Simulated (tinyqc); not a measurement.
Inside a calculation. Method: CCD on RHF in the sto-3g basis, for HeH+, spin multiplicity 1. Computed by tinyqc, a small Python program that keeps every step (integrals from PySCF). Settings: charge = 1, multiplicity = 1, basis = sto-3g, method = RHF, energy threshold = 1e-10, iteration cap = 89, orthogonalisation = canonical, start = core, DIIS depth = 6, amplitude equations = CCD, DIIS depth for amplitudes = 6, cap on updates = 70. Command: `OMP_NUM_THREADS=1 python tinyqc.py 27450 27451 out.jsonl` (the two numbers bound the seeds that draw the settings). One thread of a shared host (Intel(R) Xeon(R) Processor @ 2.60GHz), about 0.07 s of CPU time with the checks. The early iterations of the SCF are left out here.

## One-electron integrals

Geometry (angstrom):
```
atom         x         y         z
He    0.000000  0.000000  0.000000
H     0.000000  0.000000  0.735000
```

Basis sto-3g: exponents (1/bohr^2) and contraction coefficients of normalised primitives:
```
element  l (shell)  exponent  coefficient
He           s (1)  6.362421     0.154329
He           s (1)  1.158923     0.535328
He           s (1)  0.313650     0.444635
H            s (1)  3.425251     0.154329
H            s (1)  0.623914     0.535328
H            s (1)  0.168855     0.444635
```

Overlap, kinetic and nuclear-attraction integrals over the contracted functions; the nuclear repulsion is the sum of Za Zb / Rab.

nuclear repulsion = 1.43993799 hartree

overlap S:
```
          1He 1s     2H 1s
1He 1s  1.000000  0.564434
2H 1s   0.564434  1.000000
```

kinetic energy T (hartree):
```
          1He 1s     2H 1s
1He 1s  1.411763  0.225240
2H 1s   0.225240  0.760032
```

nuclear attraction V (hartree):
```
           1He 1s      2H 1s
1He 1s  -4.041505  -1.747721
2H 1s   -1.747721  -2.541885
```

core Hamiltonian H = T + V (hartree):
```
           1He 1s      2H 1s
1He 1s  -2.629742  -1.522481
2H 1s   -1.522481  -1.781853
```

## Two-electron integrals

Functions are numbered as in S; the eight-fold symmetry (ij|kl) = (ji|kl) = (kl|ij) leaves the list below.

Two-electron integrals (ij|kl) in chemists' order, unique and non-zero (hartree):
```
(11|11) 1.055713   (21|11) 0.472222   (21|21) 0.250722   (22|11) 0.609180
(22|21) 0.392419   (22|22) 0.774606
```

## Orthogonalisation

S = U s U^T; canonical form X = U s^(-1/2), so that X^T S X = 1. Each column of U has its largest component positive (the first on a tie).

eigenvalues of S: 0.435566  1.564434

X:
```
                1         2
1He 1s   1.071415  0.565336
2H 1s   -1.071415  0.565336
```

## Starting guess

The start is the orbitals of the core Hamiltonian; D = 2 C_occ C_occ^T.

D at the start:
```
          1He 1s     2H 1s
1He 1s  1.902199  0.083398
2H 1s   0.083398  0.003656
```

## Iteration 9 (converged): orbitals

converged F (hartree):
```
           1He 1s      2H 1s
1He 1s  -1.621355  -1.122476
2H 1s   -1.122476  -0.876492
```

Diagonalise F' = X^T F X, C = X C', fill 1 alpha and 1 beta electrons from the bottom; D = 2 C_occ C_occ^T. Each column has its largest component positive (the first on a tie).

F' = X^T F X (hartree):
```
           1          2
1  -0.290307  -0.451170
2  -0.451170  -1.515820
```

orbital energies (hartree): MO1 -1.664000, MO2 -0.142126

coefficients C:
```
             MO1        MO2
1He 1s  0.871430  -0.841514
2H 1s   0.202787   1.194325
```

D after iteration 9:
```
          1He 1s     2H 1s
1He 1s  1.518779  0.353430
2H 1s   0.353430  0.082245
```

## Convergence

Stop when the energy changes by less than 1e-10 hartree and every element of the error matrix X^T (F D S - S D F) X is below 3e-06.

Course of the cycle:
```
iteration  E (hartree)     change  largest element of the error matrix
1          -2.78892628          -                             3.18e-01
2          -2.83107340  -4.21e-02                             5.87e-02
3          -2.83242435  -1.35e-03                             1.78e-03
4          -2.83242540  -1.05e-06                             6.60e-04
5          -2.83242551  -1.05e-07                             4.04e-04
6          -2.83242554  -3.04e-08                             2.90e-04
7          -2.83242555  -1.28e-08                             2.26e-04
8          -2.83242557  -1.97e-08                             3.24e-06
9          -2.83242557  -4.04e-12                             3.24e-08
```

PySCF RHF in the same basis = -2.83242557 hartree

Converged in 9 iterations.

## Populations, bond orders and dipole

Mulliken: Z minus the diagonal of D S on the atom; Loewdin: the same with S^(1/2) D S^(1/2); Mayer order: 2 sum_s sum (D(s) S)_ij (D(s) S)_ji over the two atoms.

Charges (e):
```
atom  Mulliken   Loewdin
1He   0.281733  0.407086
2H    0.718267  0.592914
```

Mayer bond orders:
```
pair     order
2-1   0.484092
```

dipole moment about the origin, x y z (debye): 0.000000  0.000000  2.665874

## Integrals over molecular orbitals

(pq|rs) = sum C_ip C_jq C_kr C_ls (ij|kl), one index at a time.

one-electron integrals over orbitals h = C^T H C (hartree):
```
           1          2
1  -2.608364   0.172143
2   0.172143  -1.343584
```

Two-electron integrals over orbitals (pq|rs), unique and non-zero (hartree):
```
(11|11) 0.944363    (21|11) -0.172143   (21|21) 0.149358    (22|11) 0.675408
(22|21) 0.031177    (22|22) 0.754514
```

## CCD: starting amplitudes

t_ij^ab = <ij||ab> / (e_i + e_j - e_a - e_b), whose energy is MP2.

Starting amplitudes (spin orbitals 1a, 1b, ...; amplitudes related by a flip of all spins are not repeated):
```
from      to          t
1a 1b  2a 2b  -0.049071
```

correlation energy = -0.00732908 hartree

## CCD: amplitude update 1

t_ij^ab D_ij^ab are set to the remaining terms of the spin-orbital equations, evaluated with the old amplitudes; for the doubles these are <ij||ab> + 1/2 <ab||ef> t_ij^ef + 1/2 <mn||ij> t_mn^ab + P(ij)P(ab) <mb||ej> t_im^ae + terms in t^2, D the orbital-energy denominators.

Amplitudes after update 1 (spin orbitals 1a, 1b, ...; amplitudes related by a flip of all spins are not repeated):
```
from      to          t
1a 1b  2a 2b  -0.060303
```

correlation energy = -0.00900670 hartree

## CCD: amplitude update 2

As before.

Amplitudes after update 2 (spin orbitals 1a, 1b, ...; amplitudes related by a flip of all spins are not repeated):
```
from      to          t
1a 1b  2a 2b  -0.062840
```

correlation energy = -0.00938574 hartree

## CCD: amplitude update 3

t_ij^ab D_ij^ab are set to the remaining terms of the spin-orbital equations, evaluated with the old amplitudes; for the doubles these are <ij||ab> + 1/2 <ab||ef> t_ij^ef + 1/2 <mn||ij> t_mn^ab + P(ij)P(ab) <mb||ej> t_im^ae + terms in t^2, D the orbital-energy denominators. DIIS then mixes the stored amplitudes.

DIIS coefficients: -0.290762  1.290762

Amplitudes after update 3 (spin orbitals 1a, 1b, ...; amplitudes related by a flip of all spins are not repeated):
```
from      to          t
1a 1b  2a 2b  -0.063578
```

correlation energy = -0.00949595 hartree

## CCD: convergence

E_corr = 1/4 sum <ij||ab> t_ij^ab; stop when the norm of the change is below 1e-8.

Course of the amplitude iterations:
```
update  correlation energy (hartree)  norm of the change
0                        -0.00732908                   -
1                        -0.00900670            2.25e-02
2                        -0.00938574            5.08e-03
3                        -0.00949595            1.14e-03
4                        -0.00949594            2.37e-07
5                        -0.00949593            8.62e-08
6                        -0.00949593            5.27e-08
7                        -0.00949593            3.79e-08
8                        -0.00949593            2.96e-08
9                        -0.00949593            4.15e-12
```

Converged amplitudes (spin orbitals 1a, 1b, ...; amplitudes related by a flip of all spins are not repeated):
```
from      to          t
1a 1b  2a 2b  -0.063578
```

CCD total energy = -2.84192150 hartree

Converged in 9 updates, with DIIS from the third.
